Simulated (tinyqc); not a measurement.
UHF in the sto-3g basis, for BeH2, spin multiplicity 1, step by step (part 2 of 2). This run ends on a higher stationary point, not on the lowest solution. Computed by tinyqc, a small Python program that keeps every step (integrals from PySCF). Command: `OMP_NUM_THREADS=1 python tinyqc.py 21994 21995 out.jsonl` (the two numbers bound the seeds that draw the settings). One thread of a shared host (Intel(R) Xeon(R) Processor @ 2.60GHz), about 0.2 s of CPU time with the checks.

Geometry (angstrom):
```
atom       x        y       z
Be    0.0000   0.0000  0.0000
H     0.0000   1.9000  0.0000
H     0.0000  -1.9000  0.0000
```

## Iteration 2: DIIS over 2 matrices

error matrix X^T (FDS - SDF) X (alpha):
```
        1        2       3        4        5        6        7
1  0.0000   0.0000  0.0000  -0.0020  -0.0138   0.0000  -0.0934
2  0.0000   0.0000  0.0702   0.0000   0.0000  -0.0472   0.0000
3  0.0000  -0.0702  0.0000   0.0000   0.0000  -0.0196   0.0000
4  0.0020   0.0000  0.0000   0.0000   0.0000   0.0000   0.0057
5  0.0138   0.0000  0.0000   0.0000   0.0000   0.0000   0.0387
6  0.0000   0.0472  0.0196   0.0000   0.0000   0.0000   0.0000
7  0.0934   0.0000  0.0000  -0.0057  -0.0387   0.0000   0.0000
```

B (overlaps of the stored error matrices):
```
                1               2
1   3.7435997e-01  -1.2140705e-01
2  -1.2140705e-01   7.1956321e-02
```

Minimise |sum c_i e_i|^2 with sum c_i = 1: solve [B -1; -1 0][c; lambda] = [0; -1] with B_ij = tr e_i^T e_j summed over both spins, and take F = sum c_i F_i.

DIIS coefficients: 0.2806  0.7194

extrapolated F(alpha) (hartree):
```
          1Be 1s   1Be 2s  1Be 2px  1Be 2py  1Be 2pz    2H 1s    3H 1s
1Be 1s   -4.4580  -1.2750   0.0000   0.0000   0.0000  -0.1025  -0.1025
1Be 2s   -1.2750  -0.5230   0.0000   0.0000   0.0000  -0.2264  -0.2264
1Be 2px   0.0000   0.0000   0.1999  -0.1018  -0.0073  -0.0418   0.0418
1Be 2py   0.0000   0.0000  -0.1018   0.0232  -0.0151  -0.2100   0.2100
1Be 2pz   0.0000   0.0000  -0.0073  -0.0151   0.2484  -0.0062   0.0062
2H 1s    -0.1025  -0.2264  -0.0418  -0.2100  -0.0062  -0.1478  -0.0023
3H 1s    -0.1025  -0.2264   0.0418   0.2100   0.0062  -0.0023  -0.1478
```

extrapolated F(beta) (hartree):
```
          1Be 1s   1Be 2s  1Be 2px  1Be 2py  1Be 2pz    2H 1s    3H 1s
1Be 1s   -4.4580  -1.2750   0.0000   0.0000   0.0000  -0.1025  -0.1025
1Be 2s   -1.2750  -0.5230   0.0000   0.0000   0.0000  -0.2264  -0.2264
1Be 2px   0.0000   0.0000   0.1999   0.1018  -0.0073   0.0418  -0.0418
1Be 2py   0.0000   0.0000   0.1018   0.0232   0.0151  -0.2100   0.2100
1Be 2pz   0.0000   0.0000  -0.0073   0.0151   0.2484   0.0062  -0.0062
2H 1s    -0.1025  -0.2264   0.0418  -0.2100   0.0062  -0.1478  -0.0023
3H 1s    -0.1025  -0.2264  -0.0418   0.2100  -0.0062  -0.0023  -0.1478
```

## Iteration 2: diagonalisation and new density

X:
```
               1        2        3       4       5       6        7
1Be 1s    0.0000  -0.5183   0.8291  0.0000  0.0000  0.3496   0.0000
1Be 2s    0.0000   0.9570  -0.0187  0.0000  0.0000  0.5746   0.0000
1Be 2px   0.0000   0.0000   0.0000  0.0000  1.0000  0.0000   0.0000
1Be 2py   0.9861   0.0000   0.0000  0.0000  0.0000  0.0000   0.5812
1Be 2pz   0.0000   0.0000   0.0000  1.0000  0.0000  0.0000   0.0000
2H 1s    -0.6994  -0.5437  -0.4116  0.0000  0.0000  0.3391   0.4098
3H 1s     0.6994  -0.5437  -0.4116  0.0000  0.0000  0.3391  -0.4098
```

Diagonalise F' = X^T F X, C = X C', fill 3 alpha and 3 beta electrons from the bottom; D(s) = C_occ C_occ^T. Each column has its largest component positive (the first on a tie).

F' = X^T F X (alpha) (hartree):
```
         1        2        3        4        5        6        7
1   0.4594   0.0000   0.0000  -0.0062  -0.0418   0.0000   0.0977
2   0.0000  -0.1449   1.0564   0.0000   0.0000   0.5982   0.0000
3   0.0000   1.0564  -2.9427   0.0000   0.0000  -1.7619   0.0000
4  -0.0062   0.0000   0.0000   0.2484  -0.0073   0.0000  -0.0138
5  -0.0418   0.0000   0.0000  -0.0073   0.1999   0.0000  -0.0934
6   0.0000   0.5982  -1.7619   0.0000   0.0000  -1.4894   0.0000
7   0.0977   0.0000   0.0000  -0.0138  -0.0934   0.0000  -0.2411
```

orbital energies (alpha) (hartree): MO1 -4.4616, MO2 -0.3246, MO3 -0.2710, MO4 0.2045, MO5 0.2092, MO6 0.2495, MO7 0.4837

coefficients C (alpha):
```
             MO1      MO2      MO3      MO4      MO5      MO6      MO7
1Be 1s    0.9916  -0.2055   0.0000   0.0000  -0.2296   0.0000   0.0000
1Be 2s    0.0314   0.6472   0.0000   0.0000   0.9091   0.0000   0.0000
1Be 2px   0.0000   0.0000   0.1833   0.9526   0.0000  -0.1466  -0.1934
1Be 2py   0.0000   0.0000   0.4488   0.1259   0.0000   0.0000   1.0454
1Be 2pz   0.0000   0.0000   0.0272   0.1412   0.0000   0.9892  -0.0287
2H 1s    -0.0039   0.4103   0.4834  -0.2175  -0.6416   0.0000  -0.6132
3H 1s    -0.0039   0.4103  -0.4834   0.2175  -0.6416   0.0000   0.6132
```

F' = X^T F X (beta) (hartree):
```
        1        2        3        4        5        6        7
1  0.4594   0.0000   0.0000   0.0062   0.0418   0.0000   0.0977
2  0.0000  -0.1449   1.0564   0.0000   0.0000   0.5982   0.0000
3  0.0000   1.0564  -2.9427   0.0000   0.0000  -1.7619   0.0000
4  0.0062   0.0000   0.0000   0.2484  -0.0073   0.0000   0.0138
5  0.0418   0.0000   0.0000  -0.0073   0.1999   0.0000   0.0934
6  0.0000   0.5982  -1.7619   0.0000   0.0000  -1.4894   0.0000
7  0.0977   0.0000   0.0000   0.0138   0.0934   0.0000  -0.2411
```

orbital energies (beta) (hartree): MO1 -4.4616, MO2 -0.3246, MO3 -0.2710, MO4 0.2045, MO5 0.2092, MO6 0.2495, MO7 0.4837

coefficients C (beta):
```
             MO1      MO2      MO3      MO4      MO5      MO6      MO7
1Be 1s    0.9916  -0.2055   0.0000   0.0000  -0.2296   0.0000   0.0000
1Be 2s    0.0314   0.6472   0.0000   0.0000   0.9091   0.0000   0.0000
1Be 2px   0.0000   0.0000  -0.1833   0.9526   0.0000  -0.1466   0.1934
1Be 2py   0.0000   0.0000   0.4488  -0.1259   0.0000   0.0000   1.0454
1Be 2pz   0.0000   0.0000  -0.0272   0.1412   0.0000   0.9892   0.0287
2H 1s    -0.0039   0.4103   0.4834   0.2175  -0.6416   0.0000  -0.6132
3H 1s    -0.0039   0.4103  -0.4834  -0.2175  -0.6416   0.0000   0.6132
```

D(alpha) after iteration 2:
```
          1Be 1s   1Be 2s  1Be 2px  1Be 2py  1Be 2pz    2H 1s    3H 1s
1Be 1s    1.0255  -0.1019   0.0000   0.0000   0.0000  -0.0882  -0.0882
1Be 2s   -0.1019   0.4199   0.0000   0.0000   0.0000   0.2654   0.2654
1Be 2px   0.0000   0.0000   0.0336   0.0823   0.0050   0.0886  -0.0886
1Be 2py   0.0000   0.0000   0.0823   0.2014   0.0122   0.2170  -0.2170
1Be 2pz   0.0000   0.0000   0.0050   0.0122   0.0007   0.0131  -0.0131
2H 1s    -0.0882   0.2654   0.0886   0.2170   0.0131   0.4021  -0.0653
3H 1s    -0.0882   0.2654  -0.0886  -0.2170  -0.0131  -0.0653   0.4021
```

D(beta) after iteration 2:
```
          1Be 1s   1Be 2s  1Be 2px  1Be 2py  1Be 2pz    2H 1s    3H 1s
1Be 1s    1.0255  -0.1019   0.0000   0.0000   0.0000  -0.0882  -0.0882
1Be 2s   -0.1019   0.4199   0.0000   0.0000   0.0000   0.2654   0.2654
1Be 2px   0.0000   0.0000   0.0336  -0.0823   0.0050  -0.0886   0.0886
1Be 2py   0.0000   0.0000  -0.0823   0.2014  -0.0122   0.2170  -0.2170
1Be 2pz   0.0000   0.0000   0.0050  -0.0122   0.0007  -0.0131   0.0131
2H 1s    -0.0882   0.2654  -0.0886   0.2170  -0.0131   0.4021  -0.0653
3H 1s    -0.0882   0.2654   0.0886  -0.2170   0.0131  -0.0653   0.4021
```

## Iteration 10 (converged): orbitals

converged F(alpha) (hartree):
```
          1Be 1s   1Be 2s  1Be 2px  1Be 2py  1Be 2pz    2H 1s    3H 1s
1Be 1s   -4.5490  -1.2933   0.0000   0.0000   0.0000  -0.1042  -0.1042
1Be 2s   -1.2933  -0.5601   0.0000   0.0000   0.0000  -0.2517  -0.2517
1Be 2px   0.0000   0.0000   0.2096   0.0000   0.0000   0.0000   0.0000
1Be 2py   0.0000   0.0000   0.0000  -0.0462   0.0000  -0.2500   0.2500
1Be 2pz   0.0000   0.0000   0.0000   0.0000   0.2096   0.0000   0.0000
2H 1s    -0.1042  -0.2517   0.0000  -0.2500   0.0000  -0.1617   0.0059
3H 1s    -0.1042  -0.2517   0.0000   0.2500   0.0000   0.0059  -0.1617
```

converged F(beta) (hartree):
```
          1Be 1s   1Be 2s  1Be 2px  1Be 2py  1Be 2pz    2H 1s    3H 1s
1Be 1s   -4.5490  -1.2933   0.0000   0.0000   0.0000  -0.1042  -0.1042
1Be 2s   -1.2933  -0.5601   0.0000   0.0000   0.0000  -0.2517  -0.2517
1Be 2px   0.0000   0.0000   0.2096   0.0000   0.0000   0.0000   0.0000
1Be 2py   0.0000   0.0000   0.0000  -0.0462   0.0000  -0.2500   0.2500
1Be 2pz   0.0000   0.0000   0.0000   0.0000   0.2096   0.0000   0.0000
2H 1s    -0.1042  -0.2517   0.0000  -0.2500   0.0000  -0.1617   0.0059
3H 1s    -0.1042  -0.2517   0.0000   0.2500   0.0000   0.0059  -0.1617
```

As before.

F' = X^T F X (alpha) (hartree):
```
        1        2        3       4       5        6        7
1  0.4808   0.0000   0.0000  0.0000  0.0000   0.0000   0.0708
2  0.0000  -0.1380   1.0991  0.0000  0.0000   0.5964   0.0000
3  0.0000   1.0991  -3.0052  0.0000  0.0000  -1.7830   0.0000
4  0.0000   0.0000   0.0000  0.2096  0.0000   0.0000   0.0000
5  0.0000   0.0000   0.0000  0.0000  0.2096   0.0000   0.0000
6  0.0000   0.5964  -1.7830  0.0000  0.0000  -1.5419   0.0000
7  0.0708   0.0000   0.0000  0.0000  0.0000   0.0000  -0.3101
```

orbital energies (alpha) (hartree): MO1 -4.5523, MO2 -0.3677, MO3 -0.3164, MO4 0.2096, MO5 0.2096, MO6 0.2350, MO7 0.4871

coefficients C (alpha):
```
             MO1      MO2      MO3     MO4      MO5      MO6      MO7
1Be 1s    0.9921  -0.2101   0.0000  0.0000   0.0000  -0.2231   0.0000
1Be 2s    0.0294   0.6696   0.0000  0.0000   0.0000   0.8928   0.0000
1Be 2px   0.0000   0.0000   0.0000  0.9731  -0.2303   0.0000   0.0000
1Be 2py   0.0000   0.0000   0.4917  0.0000   0.0000   0.0000   1.0337
1Be 2pz   0.0000   0.0000   0.0000  0.2303   0.9731   0.0000   0.0000
2H 1s    -0.0034   0.3943   0.4700  0.0000   0.0000  -0.6516  -0.6604
3H 1s    -0.0034   0.3943  -0.4700  0.0000   0.0000  -0.6516   0.6604
```

F' = X^T F X (beta) (hartree):
```
        1        2        3       4       5        6        7
1  0.4808   0.0000   0.0000  0.0000  0.0000   0.0000   0.0708
2  0.0000  -0.1380   1.0991  0.0000  0.0000   0.5964   0.0000
3  0.0000   1.0991  -3.0052  0.0000  0.0000  -1.7830   0.0000
4  0.0000   0.0000   0.0000  0.2096  0.0000   0.0000   0.0000
5  0.0000   0.0000   0.0000  0.0000  0.2096   0.0000   0.0000
6  0.0000   0.5964  -1.7830  0.0000  0.0000  -1.5419   0.0000
7  0.0708   0.0000   0.0000  0.0000  0.0000   0.0000  -0.3101
```

orbital energies (beta) (hartree): MO1 -4.5523, MO2 -0.3677, MO3 -0.3164, MO4 0.2096, MO5 0.2096, MO6 0.2350, MO7 0.4871

coefficients C (beta):
```
             MO1      MO2      MO3      MO4     MO5      MO6      MO7
1Be 1s    0.9921  -0.2101   0.0000   0.0000  0.0000  -0.2231   0.0000
1Be 2s    0.0294   0.6696   0.0000   0.0000  0.0000   0.8928   0.0000
1Be 2px   0.0000   0.0000   0.0000  -0.1338  0.9910   0.0000   0.0000
1Be 2py   0.0000   0.0000   0.4917   0.0000  0.0000   0.0000   1.0337
1Be 2pz   0.0000   0.0000   0.0000   0.9910  0.1338   0.0000   0.0000
2H 1s    -0.0034   0.3943   0.4700   0.0000  0.0000  -0.6516  -0.6604
3H 1s    -0.0034   0.3943  -0.4700   0.0000  0.0000  -0.6516   0.6604
```

D(alpha) after iteration 10:
```
          1Be 1s   1Be 2s  1Be 2px  1Be 2py  1Be 2pz    2H 1s    3H 1s
1Be 1s    1.0285  -0.1115   0.0000   0.0000   0.0000  -0.0862  -0.0862
1Be 2s   -0.1115   0.4493   0.0000   0.0000   0.0000   0.2639   0.2639
1Be 2px   0.0000   0.0000   0.0000   0.0000   0.0000   0.0000   0.0000
1Be 2py   0.0000   0.0000   0.0000   0.2418   0.0000   0.2311  -0.2311
1Be 2pz   0.0000   0.0000   0.0000   0.0000   0.0000   0.0000   0.0000
2H 1s    -0.0862   0.2639   0.0000   0.2311   0.0000   0.3764  -0.0655
3H 1s    -0.0862   0.2639   0.0000  -0.2311   0.0000  -0.0655   0.3764
```

D(beta) after iteration 10:
```
          1Be 1s   1Be 2s  1Be 2px  1Be 2py  1Be 2pz    2H 1s    3H 1s
1Be 1s    1.0285  -0.1115   0.0000   0.0000   0.0000  -0.0862  -0.0862
1Be 2s   -0.1115   0.4493   0.0000   0.0000   0.0000   0.2639   0.2639
1Be 2px   0.0000   0.0000   0.0000   0.0000   0.0000   0.0000   0.0000
1Be 2py   0.0000   0.0000   0.0000   0.2418   0.0000   0.2311  -0.2311
1Be 2pz   0.0000   0.0000   0.0000   0.0000   0.0000   0.0000   0.0000
2H 1s    -0.0862   0.2639   0.0000   0.2311   0.0000   0.3764  -0.0655
3H 1s    -0.0862   0.2639   0.0000  -0.2311   0.0000  -0.0655   0.3764
```

Within a degenerate level the vectors are fixed only up to a rotation; this is one choice.

## Convergence

Stop when the energy changes by less than 1e-10 hartree and every element of the error matrix X^T (F D S - S D F) X (for each spin) is below 3e-06.

Course of the cycle:
```
iteration  E (hartree)     change  largest element of the error matrix
1           -14.454060          -                             1.76e-01
2           -15.328138  -8.74e-01                             9.34e-02
3           -15.377861  -4.97e-02                             3.76e-02
4           -15.392757  -1.49e-02                             1.82e-02
5           -15.394454  -1.70e-03                             2.67e-03
6           -15.394530  -7.63e-05                             1.52e-03
7           -15.394538  -7.75e-06                             1.09e-04
8           -15.394538  -6.29e-08                             2.58e-05
9           -15.394538  -3.35e-09                             5.61e-07
10          -15.394538  -1.31e-12                             1.43e-10
```

PySCF UHF in the same basis, after a stability check = -15.395437 hartree

Converged in 10 iterations. But the solution lies 0.00090 hartree above the reference: it is another stationary point, not the lowest one. Reruns (cap 100 unless said): DIIS 8: converged in 11 to a higher stationary point; damping 0.5: converged in 48 to a higher stationary point; level shift 0.5: converged in 48 to a higher stationary point; atomic densities as start, DIIS 8: converged in 7 to a higher stationary point.

## Populations, bond orders and dipole

overlap S:
```
         1Be 1s  1Be 2s  1Be 2px  1Be 2py  1Be 2pz   2H 1s    3H 1s
1Be 1s   1.0000  0.2595   0.0000   0.0000   0.0000  0.0202   0.0202
1Be 2s   0.2595  1.0000   0.0000   0.0000   0.0000  0.2608   0.2608
1Be 2px  0.0000  0.0000   1.0000   0.0000   0.0000  0.0000   0.0000
1Be 2py  0.0000  0.0000   0.0000   1.0000   0.0000  0.3436  -0.3436
1Be 2pz  0.0000  0.0000   0.0000   0.0000   1.0000  0.0000   0.0000
2H 1s    0.0202  0.2608   0.0000   0.3436   0.0000  1.0000   0.0029
3H 1s    0.0202  0.2608   0.0000  -0.3436   0.0000  0.0029   1.0000
```

Mulliken: Z minus the diagonal of D S on the atom; Loewdin: the same with S^(1/2) D S^(1/2); Mayer order: 2 sum_s sum (D(s) S)_ij (D(s) S)_ji over the two atoms.

Charges (e):
```
atom  Mulliken  Loewdin  Mulliken spin
1Be     0.0908   0.0823              0
2H     -0.0454  -0.0411              0
3H     -0.0454  -0.0411              0
```

Mayer bond orders:
```
pair   order
2-1   0.9744
3-1   0.9744
3-2   0.0235
```

dipole moment about the origin, x y z (debye): 0.0000  0.0000  0.0000

<S^2> of the determinant (pure state: 0) = 0.0000
